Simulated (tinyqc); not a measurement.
Band filling: full bands against the rectangular model: Slater-Koster d bands of a bcc metal.

Slater-Koster d bands. For a bond with direction cosines (l, m, n) the 5 x 5 block is dds Ps + ddp Pp + ddd (1 - Ps - Pp), the projectors on sigma, pi and delta states about the bond; for instance <xy|xy> = 3 l^2 m^2 dds + (l^2 + m^2 - 4 l^2 m^2) ddp + (n^2 + l^2 m^2) ddd, <xy|yz> = 3 l m^2 n dds + l n (1 - 4 m^2) ddp + l n (m^2 - 1) ddd and <3z2-r2|3z2-r2> = (n^2 - (l^2 + m^2)/2)^2 dds + 3 n^2 (l^2 + m^2) ddp + (3/4)(l^2 + m^2)^2 ddd. H(k) sums the blocks times cos(k.R) over the neighbours; the d level is the zero of energy; k in 2 pi/a.

Neighbours: eight at (a/2)(1,1,1) and equivalents, and six at a(1,0,0) and equivalents with the integrals times f2.

Mesh: k = f1 b1 + f2 b2 + f3 b3 with fractions (j + 1/2)/N, j = 0 to N - 1, and b = (-1,1,1), (1,-1,1), (1,1,-1) for fcc, (0,1,1), (1,0,1), (1,1,0) for bcc, unit vectors for simple cubic. The lowest Nd/10 of all levels are filled with two electrons each; the bond energy is their sum per atom.

Values chosen for the exercise (of the size met in Ta; the results hold for these values, not for the real material):
```
symbol  value   unit  meaning
dds     -1.361  eV    dd sigma
ddp     0.817   eV    dd pi
ddd     -0.231  eV    dd delta
f2      0.63          factor on all three integrals for second neighbours
N       10            mesh
```

W = sqrt(12 mu2) with mu2 the mean square level on the mesh; rectangular model: Fermi level W (Nd/10 - 1/2), bond energy -W Nd (10 - Nd)/20. The Fermi level of the mesh is the highest filled level.

Per atom (eV):
```
Nd  EF, bands  bond energy, bands  EF, rectangle  bond energy, rectangle
1      -3.448              -4.115         -3.624                  -4.077
2      -2.913              -7.305         -2.718                  -7.247
3      -2.134              -9.909         -1.812                  -9.512
4      -0.978             -11.563         -0.906                 -10.871
5       0.754             -11.409          0.000                 -11.324
6       1.351             -10.310          0.906                 -10.871
7       1.800              -8.698          1.812                  -9.512
8       2.409              -6.607          2.718                  -7.247
9       3.207              -3.838          3.624                  -4.077
```

W = 9.059 eV
full width on the mesh = 11.186 eV

What does the comparison show, and why?

The bond energy is deepest at Nd = 4 (-11.563 eV); the rectangle has its minimum at 5. The two differ most at Nd = 7, by 0.814 eV or 7 % of the deepest value: the second moment fixes the parabola, and higher moments the rest. At Nd = 3 and 7 the bands give -9.909 and -8.698 eV, a skew towards less than half filling.

Program tinyqc; command `OMP_NUM_THREADS=1 python tinyqc.py 1451608 1451609 out.jsonl`; about 0.03 s on one thread of a shared Intel(R) Xeon(R) Processor @ 2.30GHz.
